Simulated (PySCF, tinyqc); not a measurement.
The basis set: RHF and MP2 along a ladder of basis sets, for H4, spin multiplicity 1. Computed by the program tinyqc with PySCF. Same geometry throughout; the dipole is taken about the origin.

Geometry (angstrom):
```
atom       x       y       z
H     0.0000  0.0000  0.0000
H     0.0000  0.0000  0.7330
H     0.0000  0.9330  0.0000
H     0.0000  0.9330  0.7330
```

RHF and frozen-core MP2 in a ladder of bases:
```
basis        functions  E(RHF) (hartree)  E(MP2 corr) (hartree)  HOMO (eV)  LUMO (eV)  dipole (debye)
sto-3g               4         -1.831839              -0.035627    -7.6568    10.4740          0.0000
3-21g                8         -1.942221              -0.042562    -9.3045     3.5098          0.0000
6-31g**             20         -1.971551              -0.065297    -9.1779     3.1925          0.0000
cc-pvdz             20         -1.967367              -0.064909    -9.2070     2.6609          0.0000
aug-cc-pvdz         36         -1.968927              -0.067784    -9.2916     1.1143          0.0000
cc-pvtz             56         -1.979056              -0.078503    -9.2728     2.2945          0.0000
```

Estimate the missing row, basis = 6-31g.

Computed row:
```
basis  functions  E(RHF) (hartree)  E(MP2 corr) (hartree)  HOMO (eV)  LUMO (eV)  dipole (debye)
6-31g          8         -1.951526              -0.042534    -9.4170     3.0986          0.0000
```

From cc-pVDZ to cc-pVTZ the RHF energy falls by 11.7 mhartree and the correlation energy by 13.6. If valence correlation converges as X^-3, (27 E(T) - 8 E(D))/19 gives -0.0842 hartree, a rough estimate from such small X that usually falls short; STO-3G holds about 42 % of it. Beyond STO-3G the LUMO moves by 2.4 eV and the HOMO by 0.2 eV. The restricted reference is unstable here: a spin-polarised solution lies 0.0006 hartree lower (PySCF, cc-pVDZ), so results built on it describe a poor reference.
